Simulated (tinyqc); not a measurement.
Worked calculation: plane-wave Kohn-Sham cycle with exchange-only LDA in a layered model solid. One step of it, computed by the program tinyqc.

Problem. Iteration 1: Hamiltonian at one k. H(m,m') = (k + G_m)^2/2 delta + V(G_m - G_m'), with V(-G) = V(G).

A solid whose potential varies along x alone (atomic units):
```
parameter                      value
period a                   17.300000
cross-section of the cell  20.000000
electrons per cell                 4
grid points                       16
plane waves -n..n, n               2
k points                           2
V1 in V1 cos(2 pi x/a)     -0.370000
```

V(G_m), m = 0, 1, 2, ... (hartree): -0.222665  -0.185000  0.000000  0.000000  0.000000

k = 0.250000 2 pi / a

Give: H.

Solution.

H (hartree):
```
         -2       -1       +0       +1       +2
-2  -0.0207  -0.1850   0.0000   0.0000   0.0000
-1  -0.1850  -0.1856  -0.1850   0.0000   0.0000
+0   0.0000  -0.1850  -0.2185  -0.1850   0.0000
+1   0.0000   0.0000  -0.1850  -0.1196  -0.1850
+2   0.0000   0.0000   0.0000  -0.1850   0.1112
```
